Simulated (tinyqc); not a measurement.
Precursor delivery and alloy composition in metal-organic vapour-phase epitaxy: one step, computed by the program tinyqc.

Carrier gas leaves each bubbler saturated. Group-III species cross a boundary layer and react at the surface; element 2 can also desorb. The film is (1)_(1-x) (2)_x V with a zinc-blende cell.

Question. Molar flows. Temperatures in kelvin are T(C) + 273.15. Vapour pressure p_v = 10^(a - b/T); precursor flow = carrier flow x p_v/(p_b - p_v); 1 sccm = 44.615 micromol/min; V/III = hydride flow over the sum of both; gas share x_g = F2/(F1 + F2).

Inputs (values chosen for the exercise, close to those used for AlGaAs from TMAl and TMGa): source 1: a in log10(p/torr) = a - b/T = 8.22; source 1: b = 2134 K; source 1: bath temperature = 21 C; source 1: carrier flow = 4.4 sccm; source 2: a = 8.07; source 2: b = 1703 K; source 2: bath temperature = -3 C; source 2: carrier flow = 5.2 sccm; bubbler pressure p_b = 400 torr; group-V hydride flow = 120 sccm.

Give: vapour pressures; molar flows; V/III ratio; gas share x_g.

Answer.

vapour pressures (torr): source 1 9.230, source 2 58.36

molar flows (micromol/min): F1 4.637, F2 39.63

V/III ratio = 120.9

gas share x_g = 0.8953

The slope of F2 with the temperature of bath 2 is b ln(10)/T^2 x p_b/(p_b - p_v) = 6.3 % per kelvin. Caution: trimethylaluminium is largely a dimer in the vapour, which would double its metal flow; it is counted as a monomer here.
